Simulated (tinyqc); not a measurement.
Inside a calculation. Method: bound state in one dimension: Numerov shooting, finite differences, DVR. Computed by tinyqc, a small Python program that keeps every step. Settings: points = 96. Command: `OMP_NUM_THREADS=1 python tinyqc.py 23119 23120 out.jsonl` (the two numbers bound the seeds that draw the settings). One thread of a shared host (Intel(R) Xeon(R) Processor @ 2.60GHz), about 0.01 s of CPU time with the checks.

## Numerov steps at E = -7.19

One particle of mass 1 in V = -7.34 exp(-x^2/2.41^2) (atomic units), psi = 0 at both ends:
```
parameter,value
left end,-7
right end,7
intervals,96
h,0.145833
state sought (nodes),2
```

k_i = 2 m (E - V_i); (1 + h^2 k_(i+1)/12) y_(i+1) = 2 (1 - 5 h^2 k_i/12) y_i - (1 + h^2 k_(i-1)/12) y_(i-1), from y_0 = 0, y_1 = 0.001.

Points along the way:
```
i,x,V,k,y
0,-7.000000,-0.001591,-14.376817,0.000000
1,-6.854167,-0.002253,-14.375493,0.001000
2,-6.708333,-0.003168,-14.373665,0.002314
3,-6.562500,-0.004420,-14.371159,0.004353
4,-6.416667,-0.006123,-14.367753,0.007758
5,-6.270833,-0.008420,-14.363159,0.013595
32,-2.333333,-2.874707,-8.630587,21951.498609
33,-2.187500,-3.220261,-7.939478,34002.907147
34,-2.041667,-3.581032,-7.217936,51837.742359
35,-1.895833,-3.953164,-6.473673,77673.381075
36,-1.750000,-4.332124,-5.715752,114240.982540
37,-1.604167,-4.712773,-4.954454,164718.596970
```

## Bisection on the node count

With more sign changes than the state has nodes (the last point included) the energy is too high, else too low; the bracket starts as -7.19 to -0.05.

Trials:
```
trial,E,sign changes,y at the right end,next
1,-3.62000000,3,-1.45e+07,lower
2,-5.40500000,1,-8.35e+10,raise
3,-4.51250000,2,2.13e+09,raise
4,-4.06625000,2,1.61e+08,raise
5,-3.84312500,2,8.97e+06,raise
6,-3.73156250,3,-1.00e+07,lower
7,-3.78734375,3,-3.10e+06,lower
8,-3.81523438,2,2.17e+06,raise
9,-3.80128906,3,-6.36e+05,lower
10,-3.80826172,2,7.24e+05,raise
11,-3.80477539,2,3.27e+04,raise
12,-3.80303223,3,-3.05e+05,lower
13,-3.80390381,3,-1.37e+05,lower
14,-3.80433960,3,-5.21e+04,lower
...,...,...,...,...
28,-3.80460769,3,-3.20e+00,lower
29,-3.80460770,3,-6.08e-01,lower
30,-3.80460771,2,6.87e-01,raise
```

eigenvalue = -3.80460771 hartree

## The same grid by other methods

Three-point finite differences and the sine-DVR kinetic matrix of Colbert and Miller on the same points.

Lowest levels (hartree):
```
state,finite differences,DVR
0,-6.578970,-6.577505
1,-5.127077,-5.120623
2,-3.818800,-3.804507
3,-2.662253,-2.639780
4,-1.669684,-1.641160
```
